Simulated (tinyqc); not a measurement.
Comparisons within one model: dielectric confinement in a thin film (image charges). A value that a table varies takes the place of the one given here.

A film |z| < t/2 of dielectric constant eps between half-spaces of dielectric constant e2; lam = (eps - e2)/(eps + e2), q = e^2/(4 pi eps0). The self-energy of a band edge is taken with the high-frequency value, e2 = eh, and the field of a fixed ion with the static one, e2 = eo. A charge at z has images lam^|n| at n t + (-1)^n z. Its self-energy is S(z) = (q/2 eps) sum over n >= 1 of lam^n [1/(n t - 2z) + 1/(n t + 2z)] for odd n and 2 lam^n/(n t) for even n; at the centre S(0) = -(q/(eps t)) ln(1 - lam).

Donor at the centre, lam from the static eo, trial function cos(pi z/t) exp(-rho/l): E(l) = c/(m l^2) - (q/eps) times the integral over k of F(k t) (1 + (k l/2)^2)^(-3/2), with F(x) = F0 + 2 lam exp(-x) G/(1 - lam exp(-x)), F0 = 2[(1 - exp(-x/2))/x + x (1 + exp(-x/2))/(x^2 + 4 pi^2)], G = 2 sinh(x/2)[1/x - x/(x^2 + 4 pi^2)]; c = hbar^2/2m0. The binding energy is -E at the minimum, counted from the subband edge with its self-energy.

Constants: e^2/(4 pi eps0) = 14.39964547 eV angstrom; hbar^2/2m0 = 3.80998211 eV angstrom^2; Ry = 13.60569312 eV.

Values chosen for the exercise (near those of a Si (100) film, two-fold valleys, between layers of a low-k oxide; shifted at random, so the results belong to these values and not to a real crystal): eps = 11.7 (dielectric constant of the film); eh = 1.9 (high-frequency dielectric constant outside); eo = 2.6 (static dielectric constant outside); m = 0.188 m0 (mass in the plane); mz = 0.898 m0 (mass across the film); ts = (10, 15, 22, 32, 48, 70, 100) angstrom (thicknesses); t = 40 angstrom (film thickness).

## Thinning the film

<S> is the mean over (2/t) cos^2(pi z/t); confinement c (pi/t)^2/mz; donor binding with and without images.

Results:
```
t (angstrom)  <S> (meV)  confinement (meV)  binding, no images (meV)  binding (meV)  l (angstrom)
10                176.6              418.7                      58.5          228.5          14.7
15                117.7              186.1                      53.8          179.1          17.1
22                 80.3               86.5                      48.8          141.0          19.8
32                 55.2               40.9                      43.6          110.9          22.8
48                 36.8               18.2                      37.7           84.9          26.7
70                 25.2                8.5                      32.4           65.9          31.0
100                17.7                4.2                      27.6           51.6          35.7
```

What can be read from the table?

Between 100 and 10 angstrom the binding goes from 51.6 to 228.5 meV; quantum confinement alone would take it from 27.6 to 58.5, so the images supply +24.0 and +170.0 meV. |<S>| goes as 1/t and exceeds the confinement energy beyond 24 angstrom. For t well above a* = 33 angstrom the separable trial function underbinds, which affects the last rows. Hard-wall energies above 300 meV (up to t = 10 angstrom) overstate the confinement: walls are finite and valleys non-parabolic.

## Choice of the surrounding dielectric

The same film between different dielectrics; in this table one value e2 serves for both eo and eh.

Results:
```
case         lam  <S> (meV)  binding (meV)  l (angstrom)
e2 = 1     0.843       62.7          144.8          24.0
e2 = 2.5   0.648       36.5           97.7          24.8
e2 = 3.9   0.500       24.7           77.8          25.5
e2 = 7.5   0.219        9.1           53.3          26.8
e2 = 16   -0.155       -5.5           33.0          28.8
e2 = 25   -0.362      -12.0           24.9          30.1
e2 = 80   -0.745      -22.2           13.5          33.1
```

What can be read from the table?

The binding spans a factor 10.8, from 145 meV in vacuum to 13.5 meV for e2 = 80; going from 3.9 to 25 changes it by -52.8 meV and the band edge by -36.7 meV, so the binding responds 1.44 times as much as the edge (for an orbit much smaller than t the binding would change by twice the change of S(0), -61.7 meV; here l/t = 0.64 for e2 = 3.9).

## What each parameter does

<S> is the mean over (2/t) cos^2(pi z/t). Each row changes one parameter from the base and keeps the others.

Results:
```
case             lam from eh  <S> (meV)  binding (meV)  l (angstrom)
base                   0.721       44.1           95.8          24.9
t = 34 angstrom        0.721       51.9          106.6          23.4
eps = 10.5             0.694       45.8          105.2          23.4
eo = 3.6               0.721       44.1           81.2          25.4
eh = 2.5               0.648       36.5           95.8          24.9
m = 0.226 m0           0.721       44.1          102.0          22.2
```

How do the results move?

The largest shifts from the base row, up to three for each result and ties (the steps differ in size, so this ranks the rows, not the parameters). lam from eh: eh -0.073, eps -0.027; unchanged at the printed digits by t, eo and m. <S> (meV): t +7.8, eh -7.6, eps +1.7; unchanged at the printed digits by eo and m. binding (meV): eo -14.7, t +10.8, eps +9.3; unchanged at the printed digits by eh. l (angstrom): m -2.7, t -1.5, eps -1.5; unchanged at the printed digits by eh.

tinyqc: `OMP_NUM_THREADS=1 python tinyqc.py 1282581 1282582 out.jsonl`; about 0.09 s, one thread, shared Intel(R) Xeon(R) Processor @ 2.30GHz.
